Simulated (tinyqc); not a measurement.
The liquidus: liquidus of a compound AB in a simple-solution melt, liquid-phase epitaxy and vapour pressures. Computed by tinyqc, a small Python program. Command: `OMP_NUM_THREADS=1 python tinyqc.py 3024367 3024368 out.jsonl liq35 walk`. One thread of a shared host (Intel(R) Xeon(R) Processor @ 2.30GHz), about 0.04 s of CPU time with the checks.

x is the atom fraction of B in the melt. The melt is a simple solution: R T ln gamma_B = W (1 - x)^2, R T ln gamma_A = W x^2, W = a + b T. The solid AB is stoichiometric.

Inputs (values chosen for the exercise, for a model compound): melting point T_F = 1733 K; entropy of fusion S_F = 68.3 J/(mol K); interaction a = 14 kJ/mol; interaction slope b = -24.6 J/(mol K).

Constants: R = 8.314462618 J/(mol K).

Method. Liquidus (Vieland): f(x) = R T ln[4 x (1 - x)] + 2 W (1/2 - x)^2 + S_F (T_F - T) = 0.

Solubility; ideal: W = 0; dilute: (1/4) exp[-(S_F (T_F - T) + W/2)/(R T)]:
```
T (K)           x       ideal      dilute  W (kJ/mol)
866    1.1130e-04  6.7034e-05  1.1131e-04     -7.3036
1005   1.2345e-03  6.5157e-04  1.2369e-03    -10.7230
1144   7.5445e-03  3.6537e-03  7.6561e-03    -14.1424
1282   2.9656e-02  1.4095e-02  3.1635e-02    -17.5372
1421   8.3181e-02  4.3026e-02  9.9954e-02    -20.9566
1560   1.8013e-01  1.1339e-01  2.5728e-01    -24.3760
1664   2.9699e-01  2.3136e-01  4.7070e-01    -26.9344
1716   3.9938e-01  3.6022e-01  6.1944e-01    -28.2136
```

What does the comparison show, and why?

x over the ideal value is 1.66 in the first row and 1.11 in the last, and lies between 1.11 and 2.10: W > 0 lowers the solubility and W < 0 raises it, by about exp(-W/(2 R T)) when dilute. The dilute form is within 5 % in 3 of the eight rows. Near T_F the liquidus closes as a parabola about x = 1/2.

Extremes, crossings and ranges named in words are read from the listed rows.
